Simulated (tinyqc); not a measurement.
From results back to parameters: six-band hole subbands of a thin body in a field. Four cases, with inputs chosen for the exercise.

Problem. Without spin-orbit coupling the masses along a normal n are the inverse eigenvalues of C(n n^T)/c: 1/(g1 - 2 g2) twice and 1/(g1 + 4 g2) on (001); 1/(g1 - 2 g3) twice and 1/(g1 + 4 g3) on (111); on (110) 1/(g1 + g2 - 3 g3), 1/(g1 - 2 g2) and 1/(g1 + g2 + 3 g3). Three masses were computed from hidden g1, g2, g3.

Case 1.

heavy and light mass on (001) (m0): 0.278552  0.177620

heavy mass on (111) = 0.729927 m0

Case 2.

heavy and light mass on (001) (m0): 0.278552  0.177620

heavy mass on (111) = 0.729927 m0

Case 3.

heavy and light mass on (001) (m0): 0.277008  0.176991

heavy mass on (111) = 0.719424 m0

Case 4.

heavy and light mass on (001) (m0): 0.278552  0.177620

heavy mass on (111) = 0.729927 m0

Find: g1, g2, g3; heaviest mass on (110).

Solution. The inverse masses on (001) differ by 6 g2, which gives g2 and g1; g3 = (g1 - 1/m(111))/2.

Case 1.

g1, g2, g3: 4.27  0.34  1.45

heaviest mass on (110) = 3.85 m0

Case 2.

g1, g2, g3: 4.27  0.34  1.45

heaviest mass on (110) = 3.85 m0

Case 3.

g1, g2, g3: 4.29  0.34  1.45

heaviest mass on (110) = 3.57 m0

Case 4.

g1, g2, g3: 4.27  0.34  1.45

heaviest mass on (110) = 3.85 m0

Computed by tinyqc, one run a case: `OMP_NUM_THREADS=1 python tinyqc.py N N+1 out.jsonl` with N = 1250397, 1250410, 1250419, 1250421; one thread of a shared Intel(R) Xeon(R) Processor @ 2.30GHz, about 0.6 s a run at most.
